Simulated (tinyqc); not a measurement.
# Changing the width b

Model: ballistic transport through the one-dimensional subbands of a rectangular nanowire or nanosheet channel. Computed by tinyqc, a small Python program. Command: `OMP_NUM_THREADS=1 python tinyqc.py 3028882 3028883 out.jsonl wire sweep`. One thread of a shared host (Intel(R) Xeon(R) Processor @ 2.30GHz), about 0.04 s of CPU time with the checks.

Hard walls, parabolic subbands, transport along x. Energies are counted from the bulk conduction band edge at the top of the barrier, which the gate pulls down by U; the source Fermi level lies at the bulk edge when U = 0.

Inputs (values chosen for the exercise, modelled on GaN):
```
quantity                                   value  unit
mass m                                       0.2   m_0
height a                                     3.6    nm
equivalent oxide thickness t                 1.3    nm
gate voltage above flat band V_G            0.84     V
drain voltage V_D                           0.01     V
temperature T                                150     K
mean free path for back-scattering lambda     69    nm
channel length L                             8.7    nm
```

Valleys: single isotropic valley.

Constants: hbar^2/(2 m_0) = 3.80998212 eV angstrom^2; k_B = 8.617333262e-05 eV/K; m_0 = 9.1093837015e-31 kg; k_B = 1.380649e-23 J/K; hbar = 1.054571817e-34 J s; eps_0 = 8.8541878128e-12 F/m; e = 1.602176634e-19 C; h = 6.62607015e-34 J s.

Method:
- E_pq = (hbar^2 pi^2/2)(p^2/(m_y b^2) + q^2/(m_z a^2)); m_x = m_y = m_z = m, degeneracy g = 1; the 10 lowest subbands are kept.
- F_j(eta) = (1/Gamma(j + 1)) int_0^infinity x^j/(1 + exp(x - eta)) dx, F_0 = ln(1 + exp(eta)). Integrals over x = E/(k_B T) use 160 Gauss-Legendre points in u = sqrt(x) from 0 to sqrt(max(eta, 0) + 32).
- With degeneracy g = 1, eta_i = (U - E_i)/(k_B T) and u = e V_D/(k_B T): line density n = sum_i g sqrt(2 m_x k_B T/pi)/(2 hbar) [F_-1/2(eta_i) + F_-1/2(eta_i - u)]; gate: e n = C_ox (V_G - U/e), C_ox = 3.9 eps_0 2 (a + b)/t (flat-plate estimate); I = (2 e k_B T/h) sum_i g [F_0(eta_i) - F_0(eta_i - u)].
- Linear conductance G = (2 e^2/h) sum_i g f(eta_i), g = 1, f = 1/(1 + exp(-eta_i)), with the barrier frozen at the eta_i above; current per perimeter I/(2(a + b)); with scattering, transmission lambda/(lambda + L) and low-bias resistance (1 + L/lambda)/G.

One run for each value; columns: (1) width b (nm); (2) current per perimeter (microampere/micrometre); (3) ballistic current I (microampere); (4) open modes sum g f; (5) mean velocity I/(e n) (1e7 cm/s):
```
(1)      (2)     (3)     (4)       (5)
3.8    52.35  0.7748  1.0001  0.065339
5.1    87.49  1.5223  1.9764  0.092085
6.8    74.96  1.5593  2.0178  0.074111
9.0    92.09  2.3206  2.9973  0.083821
12.0   98.89  3.0853  3.9918  0.086132
16.0  102.16  4.0046  5.2324  0.086319
22.0  108.45  5.5524  7.2487  0.088980
```

What does the table show?

Over the rows, current per perimeter (microampere/micrometre) lies between 52.4 and 108 without a single trend; ballistic current I (microampere) rises from 0.775 to 5.55 (exponent d ln y / d ln x 2.3 between the first rows and 1.0 between the last); open modes sum g f rises from 1.00 to 7.25 (exponent d ln y / d ln x 2.3 between the first rows and 1.0 between the last).  Left out: 29.0 (more than ten subbands are occupied).

Extremes, crossings and ranges named in words are read from the listed rows.
